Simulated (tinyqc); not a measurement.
Comparisons within one model: nanosheet or nanowire with hard walls, valleys of the Si type. A value that a table varies takes the place of the one given here.

Six ellipsoidal valleys along the cube axes: inverse mass tensor w = 1/mt + (1/ml - 1/mt) a a^T with a the unit axis. Device axes: x along the channel, z = [001], y = z x x.

Hard walls around a W x H rectangle. The block w_c of w in (y, z) confines; the transport mass follows from 1/m_x = w_xx - w_xc w_c^-1 w_cx. The cross-section problem c (w_yy ky^2 + 2 w_yz ky kz + w_zz kz^2), c = hbar^2/2m0, is solved in products sin(n pi y/W) sin(l pi z/H), n, l = 1 to 12; if w_yz = 0 the levels are c pi^2 (w_yy n^2/W^2 + w_zz l^2/H^2). The w_yz term couples (n, l) to (n', l') by -2 c w_yz D_nn'(W) D_ll'(H) with D_nm(L) = 4 n m/(L (n^2 - m^2)) for n + m odd and 0 otherwise.

Without degeneracy the line density is N1 exp((EF - Ec)/kB T) with N1 = sum 2 g sqrt(m_x kB T/(4 pi c)) exp(-E/kB T), here over n, l up to 80 where w_yz = 0 and over all levels of a 12 x 12 sine basis otherwise; the classical value is W H Nc with Nc = 2 g_all (m_dos kB T/(4 pi c))^(3/2), m_dos = (ml mt^2)^(1/3); dVt = kB T ln(W H Nc/N1).

Constants: hbar^2/2m0 = 3.80998211 eV angstrom^2; kB = 8.617333262e-05 eV/K.

Values chosen for the exercise (near those of Si; not measured data): ml = 0.9 m0 (longitudinal mass); mt = 0.191 m0 (transverse mass); T = 300 K (temperature); g_all = 6 (number of valleys); channel = 100 (transport direction x on a (001) wafer); H = 30 angstrom (height, along z = [001]); Ws = (30, 40, 60, 90, 140, 220, 350) angstrom (widths); W = 30 angstrom (width, along y).

## From wire to sheet

Valleys:

| group | valleys g | w_yy | w_zz | \|w_yz\| | m_x (m0) |
|---|---|---|---|---|---|
| A | 2 | 5.23560 | 1.11111 | 0.00000 | 0.19100 |
| B | 2 | 1.11111 | 5.23560 | 0.00000 | 0.19100 |
| C | 2 | 5.23560 | 5.23560 | 0.00000 | 0.90000 |

Lowest level of each group (groups ordered by w_zz, then w_yy) and dVt against the width.

Results:

| W (angstrom) | A1 (eV) | B1 (eV) | C1 (eV) | dVt (mV) |
|---|---|---|---|---|
| 30 | 0.2652 | 0.2652 | 0.4375 | 234.1 |
| 40 | 0.1695 | 0.2449 | 0.3418 | 162.3 |
| 60 | 0.1011 | 0.2304 | 0.2734 | 105.6 |
| 90 | 0.0707 | 0.2239 | 0.2431 | 84.3 |
| 140 | 0.0565 | 0.2209 | 0.2288 | 75.1 |
| 220 | 0.0505 | 0.2196 | 0.2228 | 70.4 |
| 350 | 0.0480 | 0.2191 | 0.2204 | 67.8 |

dVt falls from 234 to 68 mV. Group A is lowest at every width, by 0 meV in the narrowest and 171 meV in the widest. At the widest W the lowest level is 0.0480 eV; the film limit c pi^2 w_zz/H^2 of that group is 0.0464 eV.

## Channel direction

The same rectangle along [100] and [110]; groups ordered by w_zz, then w_yy.

Lowest level of each group:

| channel, group | valleys g | w_yy | w_zz | \|w_yz\| | m_x (m0) | E (eV) |
|---|---|---|---|---|---|---|
| [100] A | 2 | 5.236 | 1.111 | 0.000 | 0.191 | 0.2652 |
| [100] B | 2 | 1.111 | 5.236 | 0.000 | 0.191 | 0.2652 |
| [100] C | 2 | 5.236 | 5.236 | 0.000 | 0.900 | 0.4375 |
| [110] A | 2 | 5.236 | 1.111 | 0.000 | 0.191 | 0.2652 |
| [110] B | 4 | 3.173 | 5.236 | 0.000 | 0.545 | 0.3513 |

The lowest subband has m_x = 0.191 m0 and 2 valleys along [100], and 0.191 m0 and 2 valleys along [110]; its edge lies at 0.2652 and 0.2652 eV. These valleys have their axis along z, so turning the channel in the wafer plane leaves them alone; only the higher groups change.

## What each parameter does

E1 and E2 are the two lowest subband edges over all groups. Each row changes one parameter from the base and keeps the others.

Results:

| case | E1 (eV) | E2 - E1 (meV) | m_x of lowest (m0) | dVt (mV) |
|---|---|---|---|---|
| base | 0.2652 | 0.0 | 0.191 | 234.1 |
| W = 20 angstrom | 0.3232 | 215.4 | 0.191 | 299.7 |
| H = 24 angstrom | 0.2913 | 96.9 | 0.191 | 271.9 |
| T = 350 K | 0.2652 | 0.0 | 0.191 | 233.3 |
| ml = 0.99 m0 | 0.2610 | 0.0 | 0.191 | 231.0 |
| mt = 0.172 m0 | 0.2893 | 0.0 | 0.172 | 256.9 |

The largest shifts from the base row, up to three for each result and ties (the steps differ in size, so this ranks the rows, not the parameters). E1 (eV): W +0.0580, H +0.0261, mt +0.0242; unchanged at the printed digits by T. E2 - E1 (meV): W +215.4, H +96.9; unchanged at the printed digits by T, ml and mt. m_x of lowest (m0): mt -0.019; unchanged at the printed digits by W, H, T and ml. dVt (mV): W +65.6, H +37.8, mt +22.8.

tinyqc: `OMP_NUM_THREADS=1 python tinyqc.py 1281397 1281398 out.jsonl`; about 0.05 s, one thread, shared Intel(R) Xeon(R) Processor @ 2.30GHz.
